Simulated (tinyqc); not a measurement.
Inside a calculation. Method: CCD on RHF in the 3-21g basis, for He, spin multiplicity 1. Computed by tinyqc, a small Python program that keeps every step (integrals from PySCF). Settings: charge = 0, multiplicity = 1, basis = 3-21g, method = RHF, energy threshold = 1e-10, iteration cap = 82, orthogonalisation = symmetric, start = atomic densities, DIIS depth = 6, amplitude equations = CCD, DIIS depth for amplitudes = 6, cap on updates = 87. Command: `OMP_NUM_THREADS=1 python tinyqc.py 29387 29388 out.jsonl` (the two numbers bound the seeds that draw the settings). One thread of a shared host (Intel(R) Xeon(R) Processor @ 2.60GHz), about 0.06 s of CPU time with the checks. The early iterations of the SCF are left out here.

## One-electron integrals

Geometry (angstrom):
```
atom         x         y         z
He    0.000000  0.000000  0.000000
```

Basis 3-21g: exponents (1/bohr^2) and contraction coefficients of normalised primitives:
```
element  l (shell)   exponent  coefficient
He           s (1)  13.626700     0.175230
He           s (1)   1.999350     0.893482
He           s (2)   0.382993     1.000000
```

Overlap, kinetic and nuclear-attraction integrals over the contracted functions; the nuclear repulsion is the sum of Za Zb / Rab.

nuclear repulsion = 0 hartree

overlap S:
```
          1He 1s    1He 2s
1He 1s  1.000000  0.595216
1He 2s  0.595216  1.000000
```

kinetic energy T (hartree):
```
          1He 1s    1He 2s
1He 1s  3.916124  0.578949
1He 2s  0.578949  0.574489
```

nuclear attraction V (hartree):
```
           1He 1s     1He 2s
1He 1s  -5.489688  -2.235292
1He 2s  -2.235292  -1.975129
```

core Hamiltonian H = T + V (hartree):
```
           1He 1s     1He 2s
1He 1s  -1.573565  -1.656343
1He 2s  -1.656343  -1.400640
```

## Two-electron integrals

Functions are numbered as in S; the eight-fold symmetry (ij|kl) = (ji|kl) = (kl|ij) leaves the list below.

Two-electron integrals (ij|kl) in chemists' order, unique and non-zero (hartree):
```
(11|11) 1.803255   (21|11) 0.876507   (21|21) 0.452077   (22|11) 0.917008
(22|21) 0.514678   (22|22) 0.698314
```

## Orthogonalisation

S = U s U^T; symmetric (Loewdin) form X = U s^(-1/2) U^T, so that X^T S X = 1.

eigenvalues of S: 0.404784  1.595216

X:
```
           1He 1s     1He 2s
1He 1s   1.181761  -0.390007
1He 2s  -0.390007   1.181761
```

## Iteration 4 (converged): orbitals

converged F (hartree):
```
           1He 1s     1He 2s
1He 1s  -0.070801  -1.118003
1He 2s  -1.118003  -0.499364
```

Diagonalise F' = X^T F X, C = X C', fill 1 alpha and 1 beta electrons from the bottom; D = 2 C_occ C_occ^T. Each column has its largest component positive (the first on a tie).

F' = X^T F X (hartree):
```
           1          2
1   0.855729  -1.468624
2  -1.468624   0.322402
```

orbital energies (hartree): MO1 -0.903572, MO2 2.081703

coefficients C:
```
             MO1        MO2
1He 1s  0.457919   1.157140
1He 2s  0.657278  -1.056716
```

D after iteration 4:
```
          1He 1s    1He 2s
1He 1s  0.419379  0.601960
1He 2s  0.601960  0.864028
```

## Convergence

Stop when the energy changes by less than 1e-10 hartree and every element of the error matrix X^T (F D S - S D F) X is below 3e-06.

Course of the cycle:
```
iteration  E (hartree)     change  largest element of the error matrix
1          -2.83567803          -                             3.21e-03
2          -2.83567987  -1.84e-06                             2.11e-04
3          -2.83567987  -7.95e-09                             1.20e-09
4          -2.83567987   8.88e-16                             5.60e-10
```

PySCF RHF in the same basis = -2.83567987 hartree

Converged in 4 iterations.

## Integrals over molecular orbitals

(pq|rs) = sum C_ip C_jq C_kr C_ls (ij|kl), one index at a time.

one-electron integrals over orbitals h = C^T H C (hartree):
```
           1          2
1  -1.932108  -0.319236
2  -0.319236   0.379665
```

Two-electron integrals over orbitals (pq|rs), unique and non-zero (hartree):
```
(11|11) 1.028537   (21|11) 0.319236   (21|21) 0.261994   (22|11) 0.982016
(22|21) 0.343809   (22|22) 0.998335
```

## CCD: starting amplitudes

t_ij^ab = <ij||ab> / (e_i + e_j - e_a - e_b), whose energy is MP2.

Starting amplitudes (spin orbitals 1a, 1b, ...; amplitudes related by a flip of all spins are not repeated):
```
from      to          t
1a 1b  2a 2b  -0.043881
```

correlation energy = -0.01149661 hartree

## CCD: amplitude update 1

t_ij^ab D_ij^ab are set to the remaining terms of the spin-orbital equations, evaluated with the old amplitudes; for the doubles these are <ij||ab> + 1/2 <ab||ef> t_ij^ef + 1/2 <mn||ij> t_mn^ab + P(ij)P(ab) <mb||ej> t_im^ae + terms in t^2, D the orbital-energy denominators.

Amplitudes after update 1 (spin orbitals 1a, 1b, ...; amplitudes related by a flip of all spins are not repeated):
```
from      to          t
1a 1b  2a 2b  -0.053919
```

correlation energy = -0.01412636 hartree

## CCD: convergence

E_corr = 1/4 sum <ij||ab> t_ij^ab; stop when the norm of the change is below 1e-8.

Course of the amplitude iterations:
```
update  correlation energy (hartree)  norm of the change
0                        -0.01149661                   -
1                        -0.01412636            2.01e-02
2                        -0.01472166            4.54e-03
3                        -0.01489532            1.03e-03
4                        -0.01489531            1.71e-07
5                        -0.01489530            6.20e-08
6                        -0.01489530            3.79e-08
7                        -0.01489530            2.73e-08
8                        -0.01489530            2.13e-08
9                        -0.01489530            2.40e-12
```

Converged amplitudes (spin orbitals 1a, 1b, ...; amplitudes related by a flip of all spins are not repeated):
```
from      to          t
1a 1b  2a 2b  -0.056853
```

CCD total energy = -2.85057517 hartree

Converged in 9 updates, with DIIS from the third.
